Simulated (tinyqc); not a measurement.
CID on RHF in the 3-21g basis, for H-, spin multiplicity 1, step by step. The basis has no diffuse functions, so it cannot describe the extra electron: this is an exercise in the method, not the real anion. Computed by tinyqc, a small Python program that keeps every step (integrals from PySCF). Settings: charge = -1, multiplicity = 1, basis = 3-21g, method = RHF, energy threshold = 1e-10, iteration cap = 54, orthogonalisation = symmetric, start = atomic densities, DIIS depth = 6, ci = CID, davidson = 1. Command: `OMP_NUM_THREADS=1 python tinyqc.py 20877 20878 out.jsonl` (the two numbers bound the seeds that draw the settings). One thread of a shared host (Intel(R) Xeon(R) Processor @ 2.60GHz), about 0.1 s of CPU time with the checks. The early iterations of the SCF are left out here.

## One-electron integrals

Geometry (angstrom):
```
atom         x         y         z
H     0.000000  0.000000  0.000000
```

Basis 3-21g: exponents (1/bohr^2) and contraction coefficients of normalised primitives:
```
element  l (shell)  exponent  coefficient
H            s (1)  5.447178     0.156285
H            s (1)  0.824547     0.904691
H            s (2)  0.183192     1.000000
```

Overlap, kinetic and nuclear-attraction integrals over the contracted functions; the nuclear repulsion is the sum of Za Zb / Rab.

nuclear repulsion = 0 hartree

overlap S, order 1H 1s, 1H 2s:
```
[[1.000000, 0.645899],
 [0.645899, 1.000000]]
```

kinetic energy T (hartree), order 1H 1s, 1H 2s:
```
[[1.549405, 0.293152],
 [0.293152, 0.274788]]
```

nuclear attraction V (hartree), order 1H 1s, 1H 2s:
```
[[-1.720918, -0.782663],
 [-0.782663, -0.683004]]
```

core Hamiltonian H = T + V (hartree), order 1H 1s, 1H 2s:
```
[[-0.171513, -0.489511],
 [-0.489511, -0.408216]]
```

## Two-electron integrals

Functions are numbered as in S; the eight-fold symmetry (ij|kl) = (ji|kl) = (kl|ij) leaves the list below.

Two-electron integrals (ij|kl) in chemists' order, unique and non-zero (hartree):
```
(11|11) 1.140145   (21|11) 0.611403   (21|21) 0.345152   (22|11) 0.626370
(22|21) 0.380329   (22|22) 0.482957
```

## Orthogonalisation

S = U s U^T; symmetric (Loewdin) form X = U s^(-1/2) U^T, so that X^T S X = 1.

eigenvalues of S: [0.354101, 1.645899]

X, order 1H 1s, 1H 2s:
```
[[1.229980, -0.450512],
 [-0.450512, 1.229980]]
```

## Starting guess

The start is atomic minimal-basis densities projected into this basis (PySCF's MINAO start) and scaled to the electron count of each spin; this density is not idempotent, so its energy is not variational and may lie below the converged one.

D at the start, order 1H 1s, 1H 2s:
```
[[0.405176, 0.583680],
 [0.583680, 0.840827]]
```

## Iteration 9 (converged): orbitals

converged F (hartree), order 1H 1s, 1H 2s:
```
[[0.754879, -0.113830],
 [-0.113830, 0.116972]]
```

Diagonalise F' = X^T F X, C = X C', fill 1 alpha and 1 beta electrons from the bottom; D = 2 C_occ C_occ^T. Each column has its largest component positive (the first on a tie).

F' = X^T F X (hartree):
```
[[1.291910, -0.678421],
 [-0.678421, 0.456323]]
```

orbital energies (hartree): [0.077369, 1.670864]

coefficients C, order 1H 1s, 1H 2s:
```
[[0.206501, 1.293510],
 [0.854116, -0.993125]]
```

D after iteration 9, order 1H 1s, 1H 2s:
```
[[0.085286, 0.352752],
 [0.352752, 1.459030]]
```

## Convergence

Stop when the energy changes by less than 1e-10 hartree and every element of the error matrix X^T (F D S - S D F) X is below 3e-06.

Course of the cycle:
```
iteration  E (hartree)     change  largest element of the error matrix
1          -0.29647995          -                             5.38e-01
2          -0.39911332  -1.03e-01                             6.04e-02
3          -0.40041981  -1.31e-03                             1.03e-03
4          -0.40042012  -3.06e-07                             4.63e-04
5          -0.40042017  -4.49e-08                             2.99e-04
6          -0.40042018  -1.46e-08                             2.21e-04
7          -0.40042019  -6.52e-09                             1.76e-04
8          -0.40042020  -1.11e-08                             9.36e-07
9          -0.40042020  -3.16e-13                             5.81e-09
```

PySCF RHF in the same basis = -0.40042020 hartree

Converged in 9 iterations.

## Populations

Mulliken: Z minus the diagonal of D S on the atom; Loewdin: the same with S^(1/2) D S^(1/2).

Charges (e):
```
atom   Mulliken    Loewdin
1H    -1.000000  -1.000000
```

## Integrals over molecular orbitals

(pq|rs) = sum C_ip C_jq C_kr C_ls (ij|kl), one index at a time.

one-electron integrals over orbitals h = C^T H C (hartree):
```
[[-0.477790, -0.139972],
 [-0.139972, 0.568075]]
```

Two-electron integrals over orbitals (pq|rs), unique and non-zero (hartree):
```
(11|11) 0.555159   (21|11) 0.139972   (21|21) 0.137755   (22|11) 0.620272
(22|21) 0.250869   (22|22) 0.823223
```

## CID: determinants and Hamiltonian

Hartree-Fock energy = -0.40042020 hartree

Slater-Condon rules over spin orbitals, with the nuclear repulsion added and E(HF) subtracted on the diagonal. Only determinants linked to the reference directly or through others are kept (one block of an abelian symmetry group), so some states are absent.

Occupation strings over the orbitals (2 doubly, a alpha, b beta, 0 empty; spin orbitals ordered 1a 1b 2a 2b ...): 20 02

H - E(HF) between determinants (hartree), order 20, 02:
```
[[0.000000, 0.137755],
 [0.137755, 2.359794]]
```

## CID: roots

Diagonalise (each vector has its largest component positive (the first on a tie)); all determinants have Ms = 0, so triplets appear too. The lowest singlet root is the correlation energy.

lowest roots of this matrix, relative to E(HF) (hartree): [-0.008014, 2.367808]

lowest vectors, order 20, 02:
```
[[0.998312, 0.058080],
 [-0.058080, 0.998312]]
```

<S^2> of these roots: [0.000000, 0.000000]

weight of the ground state by excitation level 0, 1, 2, ...: [0.996627, 0.000000, 0.003373]
